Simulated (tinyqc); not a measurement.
# Ballistic Schottky-barrier transistor with a two-dimensional channel, WKB contacts: effect of the screening length

Source Fermi level 0, drain Fermi level -Vd. Far from the contacts Ec = pn - psi, and the gate moves psi one to one; the band edges relax as exp(-x/lam) from pn at the source and pn - Vd at the drain; Ev = Ec - Eg. A carrier of energy w inside the channel band meets at a contact a barrier of height D (the contact edge beyond the channel edge): T = 1 for w >= D, else exp(-S), S = 4 lam sqrt(m/C) [sqrt(D - w) - sqrt(w) arctan sqrt((D - w)/w)], C = hbar^2/(2 m0). The two contacts combine as Ts Td/(Ts + Td - Ts Td).

I/W = g (2 q^2/h) int T(w) [N(Es + w) - N(Ed + w)] dw with w the energy of motion along the channel, N(y) = (1/2 pi) sqrt(pi m kB T/C) Fm(-y/kB T), Fm(x) = (1/sqrt(pi)) int_0^infinity u^(-1/2)/(1 + exp(u - x)) du. Electrons: Ds = psi, Dd = psi - Vd, Es = Ec, Ed = Ec + Vd. Holes: Ds = -psi, Dd = Vd - psi, Es = -Ev, Ed = -Ev - Vd. The size of each current is taken; both flow from drain to source and add. The integrals are converged.

Inputs (values chosen for the exercise); channel values close to those of a molybdenum disulphide layer:
- T = 300 K (temperature)
- Eg = 1.7 eV (band gap)
- pn = 0.17 eV (barrier for electrons at both contacts)
- mp = 0.58 m0 (hole mass)
- g = 2 (valleys or subbands)
- Vd = 0.05 V (drain bias)
- ps = -1.4 V (band shift psi of the channel by the gate)

Constants: q = 1.602176634e-19 C, kB = 1.380649e-23 J/K, hbar = 1.054571817e-34 J s, h = 6.62607015e-34 J s, m0 = 9.1093837015e-31 kg, Vt = kB T/q, hbar^2/(2 m0) = 0.0380998212 eV nm^2. Results are converted to the units shown.

Result of one run:

| current of the holes (uA/um) | share over the barriers (%) | \|d psi/d log10\| of this current (mV/decade) |
|---|---|---|
| 9.690e-18 | 1.241e-4 | 175.8 |

Which screening length at the contacts lam gave this result: 0.5, 2.6, 4.8, 5.9 or 8 nm?

lam = 5.9 nm.

The whole series:

| lam (nm) | current of the holes (uA/um) | share over the barriers (%) | \|d psi/d log10\| of this current (mV/decade) |
|---|---|---|---|
| 0.5 | 0.009541 | 1.260e-19 | 65.56 |
| 1.6 | 2.880e-8 | 4.175e-14 | 79.56 |
| 2.6 | 8.977e-12 | 1.339e-10 | 96.20 |
| 3.7 | 1.770e-14 | 6.790e-8 | 118.5 |
| 4.8 | 2.234e-16 | 5.381e-6 | 145.0 |
| 5.9 | 9.690e-18 | 1.241e-4 | 175.8 |
| 6.9 | 1.163e-18 | 0.001034 | 207.5 |
| 8 | 1.980e-19 | 0.006071 | 246.5 |

The current falls from 0.00954 to 1.98e-19 uA/um, while the share over the barriers rises from 1.26e-19 to 0.00607 %: the thermionic part does not depend on lam, and a thinner barrier adds tunnelling. The swing rises from 65.6 to 247 mV/decade.

Range of the model: No scattering, image-force lowering, channel charge or band-to-band tunnelling; parabolic kappa overstates S deep in the gap.

Numbers from tinyqc (`OMP_NUM_THREADS=1 python tinyqc.py 2390009 2390010 out.jsonl`; about 0.1 s on one thread of a shared Intel Xeon 2.30GHz).
